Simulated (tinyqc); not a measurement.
# Changing the anneal temperature T

Model: solubility, supersaturation, precipitation and gettering of an impurity in a silicon-like host. Computed by tinyqc, a small Python program. Command: `OMP_NUM_THREADS=1 python tinyqc.py 3017171 3017172 out.jsonl ripen sweep`. One thread of a shared host (Intel(R) Xeon(R) Processor @ 2.30GHz), about 0.01 s of CPU time with the checks.

The wafer was saturated at T1 and is then held at T.

Inputs (values chosen for the exercise, modelled on chromium in silicon): site density N0 = 5e+22 1/cm^3; enthalpy of solution H = 2.74 eV; entropy of solution S = 5 k_B; diffusion prefactor D0 = 0.00063 cm^2/s; migration energy Q = 0.807 eV; temperature of saturation T1 = 1275 K; sink density n = 8.2e+09 1/cm^3; initial sink radius r0 = 4.2 nm; impurity density in the precipitate C_p = 4.5e+22 1/cm^3; interface energy gamma = 0.49 J/m^2; anneal time t = 23000 s.

Constants: k_B = 8.617333262e-05 eV/K; k_B = 1.380649e-23 J/K.

Method:
- C_eq(T) = N0 exp(S/k_B - H/(k_B T)); D(T) = D0 exp(-Q/(k_B T)); C0 = C_eq(T1). Supersaturation s = C0/C_eq(T); critical radius r* = 2 gamma/(C_p k_B T ln s); barrier W* = (4 pi/3) gamma r*^2. Strain energy is left out.
- tau0 = 1/(4 pi n r0 D); C_fixed(t) = C_eq + (C0 - C_eq) exp(-t/tau0). If all excess precipitates, the final radius is r_f = [r0^3 + 3 (C0 - C_eq)/(4 pi n C_p)]^(1/3), with tau_f = 1/(4 pi n r_f D).
- Growing sinks: with y = r/r_f and y0 = r0/r_f, dy/dt = (1 - y^3)/(3 tau_f y), which integrates to t/tau_f = F(y) - F(y0), F(y) = (1/2) ln[(1 + y + y^2)/(1 - y)^2] - sqrt(3) arctan[(2y + 1)/sqrt(3)]; the share of the excess left is (1 - y^3)/(1 - y0^3), and C(t) = C_eq + (C0 - C_eq) x share.

One run for each value; columns: (1) anneal temperature T (K); (2) C(t) with growing sinks (1/cm^3); (3) tau_f (s); (4) supersaturation s; (5) critical radius r* (nm); (6) W*/(k_B T):
```
(1)          (2)    (3)         (4)      (5)     (6)
701   3.6628e+13  18579  7.3860e+08  0.11019   2.575
765   3.0247e+12   6076  1.6611e+07  0.12402   2.989
829   8.0493e+09   2362  6.7116e+05  0.14182   3.607
892   2.4520e+09   1063  4.4704e+04  0.16514   4.545
956   2.6662e+10    527  4.1112e+03  0.19828   6.113
1020  2.1489e+11    285  5.1009e+02  0.24804   8.967
1080  1.2143e+12    171  9.0265e+01  0.32436  14.482
1150  7.2882e+12    102  1.5040e+01  0.50600  33.099
```

What does the table show, and why?

Over the rows, C(t) with growing sinks (1/cm^3) goes from 3.66e13 through a minimum among these rows, 2.45e9 at 892, to 7.29e12; tau_f (s) falls from 18600 to 102 (exponent d ln y / d ln x -13 between the first rows and -8.3 between the last). When cold, diffusion is too slow for the time given; when hot, the solubility sets the floor. Left out: 1210 (growth negligible, or long complete).

Caution (all rows): the barrier to homogeneous nucleation is below 35 k_B T for these inputs, so new precipitates would form and outnumber the fixed sinks assumed here. Caution (rows 701, 765, 829, 892, 956, 1020, 1080): a critical radius of atomic size is outside the capillary model.

Extremes, crossings and ranges named in words are read from the listed rows.
